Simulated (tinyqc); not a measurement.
Solubility, supersaturation, precipitation and gettering of an impurity in a silicon-like host: one step, computed by the program tinyqc. Command: `OMP_NUM_THREADS=1 python tinyqc.py 3011686 3011687 out.jsonl ripen walk`. One thread of a shared host (Intel(R) Xeon(R) Processor @ 2.30GHz), about 0.01 s of CPU time with the checks.

The wafer was saturated at T1 and is then held at T.

Problem. Growing precipitates. Growing sinks: with y = r/r_f and y0 = r0/r_f, dy/dt = (1 - y^3)/(3 tau_f y), which integrates to t/tau_f = F(y) - F(y0), F(y) = (1/2) ln[(1 + y + y^2)/(1 - y)^2] - sqrt(3) arctan[(2y + 1)/sqrt(3)]; the share of the excess left is (1 - y^3)/(1 - y0^3), and C(t) = C_eq + (C0 - C_eq) x share.

Inputs (values chosen for the exercise, modelled on chromium in silicon):
```
quantity                      value  unit
temperature of saturation T1   1400     K
anneal temperature T           1122     K
initial sink radius r0           37    nm
anneal time t                  1200     s
```

final radius r_f = 40.29242 nm

tau_f = 1243.806 s

C_eq(T) = 9.660167e+11 1/cm^3

C0 = 3.229780e+14 1/cm^3

Give: radius at t; share of the excess left; C(t) with growing sinks.

Solution.

radius at t = 39.039 nm

share of the excess left = 0.40082

C(t) with growing sinks = 1.3004e+14 1/cm^3

59.9 % of the excess has precipitated. Caution: the barrier to homogeneous nucleation is below 35 k_B T for these inputs, so new precipitates would form and outnumber the fixed sinks assumed here.
